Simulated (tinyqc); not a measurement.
Length of a molecular wire: coherent transport through a tight-binding bridge. Computed by the program tinyqc. 

A uniform bridge between two chains:
```
parameter,value
site energy (eV),2.820000
hopping in the bridge (eV),0.890000
lead hopping (eV),2.740000
couplings (eV),"1.17, 1.09"
E (eV),-0.060000
```

T = Gamma_L Gamma_R |G_1n|^2 with the self-energies of semi-infinite chains.

Transmission against length:
```
sites,T,ln T
2,1.1467e-02,-4.4683
3,1.3738e-03,-6.5902
4,1.6450e-04,-8.7126
5,1.9697e-05,-10.8350
6,2.3585e-06,-12.9575
7,2.8239e-07,-15.0800
8,3.3813e-08,-17.2024
9,4.0486e-09,-19.3249
10,4.8477e-10,-21.4474
```

E lies outside the band of the bridge (|E - e|/2h = 1.618 > 1), so T decays as exp(-beta n) with beta = 2 arccosh(1.618) = 2.1225 a site; the last two rows give 2.1225.
